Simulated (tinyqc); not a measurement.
# Elastic trap-assisted tunnelling through a dielectric: two studies

Emitter at x = 0 (Fermi level 0), collector at x = t (Fermi level -V), band edge U(x) = phi - F x, F = V/t. A trap at x has the energy E = U(x) - Et. With G(u) = (4/(3 F)) sqrt(mo/C) max(u, 0)^1.5, C = hbar^2/(2 m0): S1 = G(phi - E) - G(Et), S2 = G(Et) - G(phi - V - E), T1,2 = exp(-S1,2). The steady rate through one trap is nu T1 T2 (f1 - f2)/(T1 + T2), f1 = f(E), f2 = f(E + V), f(y) = 1/(1 + exp(y/Vt)); both contacts offer states at E.

Values chosen for this exercise; dielectric values close to those of silicon dioxide: temperature T = 350 K; barrier above the emitter Fermi level phi = 3.1 eV; tunnelling mass mo = 0.49 m0; thickness t = 4.3 nm; trap depth below the band edge of the dielectric Et = 2.63 eV; trap density Nt = 1.3e18 cm^-3; attempt frequency nu = 1e14 1/s; voltage V = 1.87 V.

Constants: q = 1.602176634e-19 C, kB = 1.380649e-23 J/K, hbar = 1.054571817e-34 J s, m0 = 9.1093837015e-31 kg, Vt = kB T/q, hbar^2/(2 m0) = 0.0380998212 eV nm^2. Results are converted to the units shown.

Each table varies one quantity; the others keep the values above.

## Effect of the thickness at fixed voltage

J = q Nt times the integral of the rate over x. Direct S = (4/(3 F)) sqrt(mo/C) [phi^1.5 - max(phi - V, 0)^1.5].

Results:

| t (nm) | J (A/cm^2) | x of the peak over t | larger S there | direct S |
|---|---|---|---|---|
| 2.5 | 0.204 | 0.447 | 14.4 | 26.2 |
| 4.4 | 4.17e-6 | 0.450 | 25.2 | 46.1 |
| 5.3 | 2.49e-8 | 0.451 | 30.3 | 55.5 |
| 6.2 | 1.49e-10 | 0.451 | 35.4 | 64.9 |
| 7.1 | 8.92e-13 | 0.452 | 40.5 | 74.3 |
| 8.1 | 3.02e-15 | 0.452 | 46.2 | 84.8 |
| 9 | 1.81e-17 | 0.452 | 51.3 | 94.2 |

Estimate the missing row, t = 3.4 nm.

Computed row:

| t (nm) | J (A/cm^2) | x of the peak over t | larger S there | direct S |
|---|---|---|---|---|
| 3.4 | 0.00123 | 0.449 | 19.5 | 35.6 |

With this row back in the table: J falls from 0.204 to 1.81e-17 A/cm^2, on average 2.47 decades a nanometre, against 4.55 for the direct exponent: trap-assisted leakage falls more slowly, so it gains on direct tunnelling as the layer thickens.

## Effect of the trap depth

Same model as above.

The same in every row: direct S = 45.0.

Effect of the trap depth:

| Et (eV) | J (A/cm^2) | x of the peak over t | larger S there |
|---|---|---|---|
| 1.4 | 6.97e-13 | 0.879 | 40.2 |
| 1.65 | 1.12e-10 | 0.745 | 35.1 |
| 1.9 | 2.47e-8 | 0.611 | 29.6 |
| 2.15 | 4.68e-6 | 0.483 | 24.0 |
| 2.4 | 2.39e-5 | 0.445 | 23.4 |
| 2.65 | 6.62e-6 | 0.450 | 24.7 |
| 2.91 | 1.73e-6 | 0.455 | 26.0 |
| 3.16 | 5.12e-7 | 0.459 | 27.1 |
| 3.41 | 1.61e-7 | 0.462 | 28.2 |

J goes from 6.97e-13 through a maximum of 2.39e-5 (at Et = 2.4 eV among the rows listed) to 1.61e-7 A/cm^2. Shallow traps near the emitter lie above its Fermi level and stay empty, while deep traps face higher barriers, so a middle depth conducts best.

Range of the model: Phonon-assisted (inelastic) capture, chains of traps and a spread of trap depths are left out.

Numbers from tinyqc (`OMP_NUM_THREADS=1 python tinyqc.py 2370101 2370102 out.jsonl`; about 0.03 s on one thread of a shared Intel Xeon 2.30GHz).
